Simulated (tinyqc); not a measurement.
Domain walls in a thin film with perpendicular anisotropy: Bloch, Neel and chiral walls, motion and stripe domains: one step, computed by the program tinyqc.

One-dimensional wall: polar angle theta(x), azimuth phi of the moment in the wall (phi = 0 Neel, 90 degrees Bloch). mu_0 = 1.25663706212e-6 T m/A, gamma = 1.76085963023e11 rad/(s T).

Problem. Bloch or Neel. sigma(phi) = sigma_0 + 2 Delta K_D cos^2(phi) - pi D cos(phi), with the wall shape anisotropy K_D = N_x mu_0 M_s^2/2, N_x = t ln 2/(pi Delta). The minimum has cos(phi) = D/D_N for D < D_N = 4 Delta K_D/pi and phi = 0 beyond; sigma turns negative at D_c = (sigma_0 + 2 Delta K_D)/pi.

Inputs (values chosen for the exercise, for a model film): saturation magnetisation M_s = 1160 kA/m; DMI constant D = 0.094 mJ/m^2; thickness t = 1.6 nm.

width parameter Delta = 9.069045 nm

sigma_0 = 7.056972 mJ/m^2

Give: K_D; D_N; azimuth phi; wall energy sigma; D_c.

Solution.

K_D = 32.91 kJ/m^3

D_N = 0.3800 mJ/m^2

azimuth phi = 75.68 degrees

wall energy sigma = 7.020 mJ/m^2

D_c = 2.436 mJ/m^2

A mixed wall, between Bloch and Neel. D is 0.04 of D_c.
